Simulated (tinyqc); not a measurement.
Worked calculation: lattice vibrations of a chain. One step of it, computed by the program tinyqc.

Question. Frequencies. omega^2 are the eigenvalues; wavenumber = 521.4708 sqrt(eigenvalue) 1/cm.

D(q) (eV/(angstrom^2 u)), lower triangle (Hermitian):
```
                     1          2         3
1             0.309241
2            -2.335154  23.866667
3  -0.029552-0.024448i  -0.495291  0.103594
```

Give: eigenvalues; wavenumbers; weights |e|^2 of the mass-weighted modes.

Answer.

eigenvalues: 0.005  0.169  24.106

wavenumbers (1/cm): 36.9  214.1  2560.3

weights |e|^2 of the mass-weighted modes:
```
        mode 1  mode 2  mode 3
atom 1   0.535   0.456   0.010
atom 2   0.007   0.003   0.990
atom 3   0.458   0.541   0.000
```
